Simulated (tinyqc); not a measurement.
# Thermoelectric coefficients of a parabolic band, Landauer integrals: effects of single changes

Bulk parabolic band, x = (E - Ec)/kB T, C = hbar^2/(2 m0), kB T in eV. Modes per area gv m kB T x/(4 pi C) times the back-scattering length l0 x^rr give the transport function s0 X(x), s0 = (2 q^2/h) gv m kB T l0/(4 pi C), X = x^(1 + rr). I_k = int X (x - eta)^k w dx, w = 1/(4 cosh^2((x - eta)/2)).

Inputs (values chosen for the exercise): temperature T = 400 K; mass of one valley m = 0.92 m0; valleys gv = 4; back-scattering length at x = 1 l0 = 1.2 nm; energy exponent of that length rr = 2; lattice thermal conductivity kL = 1.9 W/(m K).

Constants: q = 1.602176634e-19 C, kB = 1.380649e-23 J/K, hbar = 1.054571817e-34 J s, h = 6.62607015e-34 J s, m0 = 9.1093837015e-31 kg, Vt = kB T/q, hbar^2/(2 m0) = 0.0380998212 eV nm^2. Results are converted to the units shown.

Each table varies one quantity; the others keep the values above.

## Effect of the Fermi level

sigma = s0 I_0, S = -(kB/q) I_1/I_0, Lorenz number L = (kB/q)^2 [I_2/I_0 - (I_1/I_0)^2], kappa_e = L sigma T. Power factor S^2 sigma, ZT = S^2 sigma T/(kappa_e + kL). The integrals are converged.

Result of one run:

| eta | sigma (S/cm) | S (uV/K) | kappa_e (W/(m K)) | power factor (mW/(m K^2)) | ZT |
|---|---|---|---|---|---|
| 0 | 1332.5 | -362.09 | 1.5477 | 17.470 | 2.0268 |

What becomes of these results when the reduced Fermi level (EF - Ec)/kB T eta is changed from 0 to 1, all else the same?

Result of the changed run:

| eta | sigma (S/cm) | S (uV/K) | kappa_e (W/(m K)) | power factor (mW/(m K^2)) | ZT |
|---|---|---|---|---|---|
| 1 | 3198.6 | -295.80 | 3.6378 | 27.987 | 2.0215 |

The whole series:

| eta | sigma (S/cm) | S (uV/K) | kappa_e (W/(m K)) | power factor (mW/(m K^2)) | ZT |
|---|---|---|---|---|---|
| -4 | 27.009 | -689.78 | 0.032072 | 1.2851 | 0.26605 |
| -3 | 73.134 | -604.27 | 0.086761 | 2.6704 | 0.53765 |
| -2 | 196.77 | -519.85 | 0.23285 | 5.3177 | 0.99729 |
| -1 | 521.09 | -438.11 | 0.61295 | 10.002 | 1.5920 |
| 0 | 1332.5 | -362.09 | 1.5477 | 17.470 | 2.0268 |
| 1 | 3198.6 | -295.80 | 3.6378 | 27.987 | 2.0215 |
| 2 | 7029.9 | -241.92 | 7.7851 | 41.143 | 1.6992 |
| 3 | 14018 | -200.20 | 15.117 | 56.181 | 1.3206 |
| 4 | 25517 | -168.45 | 26.902 | 72.407 | 1.0056 |
| 5 | 42958 | -144.21 | 44.498 | 89.335 | 0.77016 |
| 6 | 67799 | -125.43 | 69.312 | 106.67 | 0.59914 |

sigma rises from 27.0 to 67800 S/cm, and S rises from -690 to -125 uV/K. Among the rows the power factor is largest at eta = 6 and ZT, 2.03, at eta = 0, where S = -362 uV/K. The power factor is still rising in the last row. ZT peaks at a lower eta than the power factor because kappa_e grows with sigma.

## Best figure of merit against the lattice conductivity

Same model as above.

For each row eta is chosen to maximise ZT; B = (kB/q)^2 s0 T/kL.

Best figure of merit against the lattice conductivity:

| kL (W/(m K)) | B | best eta | best ZT | S there (uV/K) |
|---|---|---|---|---|
| 0.12 | 0.6097 | -1.938 | 6.031 | -514.6 |
| 0.27 | 0.2710 | -1.253 | 4.568 | -458.4 |
| 0.59 | 0.1240 | -0.583 | 3.404 | -405.5 |
| 1.3 | 0.05628 | 0.120 | 2.458 | -353.6 |
| 2.8 | 0.02613 | 0.847 | 1.743 | -305.1 |
| 6.1 | 0.01199 | 1.660 | 1.196 | -258.8 |
| 13 | 0.005628 | 2.556 | 0.8089 | -217.4 |
| 29 | 0.002523 | 3.665 | 0.5207 | -178.1 |

What does the table show?

As B falls from 0.610 to 0.00252, the best ZT falls from 6.03 to 0.521, as B^(0.34) between the first two rows and B^(0.55) between the last two; the best eta moves from -1.94 to 3.66, towards the optimum of the power factor, since kappa_e matters less when kL is large.

Range of the model: Parabolic bands, elastic scattering and a fixed kL make these model figures, not those of a material.

Computed by the program tinyqc: `OMP_NUM_THREADS=1 python tinyqc.py 2800113 2800114 out.jsonl`, one thread of a shared Intel Xeon 2.30GHz, about 0.1 s for the whole run.
